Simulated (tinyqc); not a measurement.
Inside a calculation. Method: plane-wave Kohn-Sham cycle with exchange-only LDA in a layered model solid. One step of it, computed by the program tinyqc.

Question. Iteration 2: levels at that k. Diagonalise the Hermitian matrix.

H (hartree), lower triangle:
```
           -3         -2         -1         +0         +1         +2        +3
-3   0.808879
-2  -0.130994   0.227558
-1  -0.114086  -0.130994  -0.108996
+0   0.000278  -0.114086  -0.130994  -0.200783
+1  -0.000129   0.000278  -0.114086  -0.130994  -0.047804
+2   0.000219  -0.000129   0.000278  -0.114086  -0.130994   0.349942
+3   0.000182   0.000219  -0.000129   0.000278  -0.114086  -0.130994  0.992454
```

Give: eigenvalues.

Answer.

eigenvalues (hartree): -0.4518  -0.0564  -0.0086  0.2772  0.3887  0.8459  1.0262
